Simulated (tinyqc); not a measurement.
Phonon polaritons: single-oscillator infrared dielectric function of a polar cubic crystal. Computed by tinyqc, a small Python program. Command: `OMP_NUM_THREADS=1 python tinyqc.py 3019864 3019865 out.jsonl infrared walk`. One thread of a shared host (Intel(R) Xeon(R) Processor @ 2.30GHz), about 0.01 s of CPU time with the checks.

One ion pair, charges +Z* and -Z*, in a cell of volume Omega = a^3/4. Frequencies omega are given as wavenumbers (1/cm); eps_s is the static dielectric constant.

Inputs (values chosen for the exercise, modelled on cadmium telluride):
```
quantity             value      unit
lattice constant a    6.48  angstrom
mass M_A            112.41         u
mass M_B             127.6         u
omega_TO               139      1/cm
Born charge Z*        2.34         e
eps_inf               7.22         -
```

Structure: zinc blende. Free carriers: absent.

Constants: nu for 1 eV/(angstrom^2 u) = 15.6333042 THz; 1 THz = 33.35640952 1/cm; e^2/(4 pi eps_0) = 14.39964548 eV angstrom.

Method. mu = M_A M_B/(M_A + M_B); ionic plasma term W^2 = 4 pi Z*^2 (e^2/(4 pi eps_0))/(Omega mu) in eV/(angstrom^2 u), turned into 1/cm by W = 15.6333042 x 33.35640952 x sqrt(W^2); omega_LO^2 = omega_TO^2 + W^2/eps_inf; eps_s = eps_inf + W^2/omega_TO^2; Szigeti charge 3 Z*/(eps_inf + 2); longitudinal (Callen) charge Z*/eps_inf. Transverse waves without damping obey Q^2 = omega^2 eps(omega), Q = wave vector/(2 pi) in 1/cm: eps_inf omega^4 - (eps_inf omega_LO^2 + Q^2) omega^2 + Q^2 omega_TO^2 = 0.

eps_s = 10.6503

omega_LO = 168.821 1/cm

Branches (1/cm):
```
Q     lower branch  upper branch  Q/sqrt(eps_s)  Q/sqrt(eps_inf)
45           13.77         169.1           13.8             16.7
140          42.21         171.6           42.9             52.1
270          77.34         180.6           82.7            100.5
450         110.57         210.5          137.9            167.5
680         127.32         276.3          208.4            253.1
1100        134.92         421.8          337.1            409.4
2300        138.11         861.5          704.8            856.0
4500        138.77        1677.5         1378.9           1674.7
```

What follows from these numbers?

The lower branch starts as light slowed by sqrt(eps_s) (0.998 of that line) and ends at 0.998 omega_TO; the upper starts at 1.002 omega_LO and ends at 1.002 of the light line with eps_inf. No branch lies between omega_TO and omega_LO.
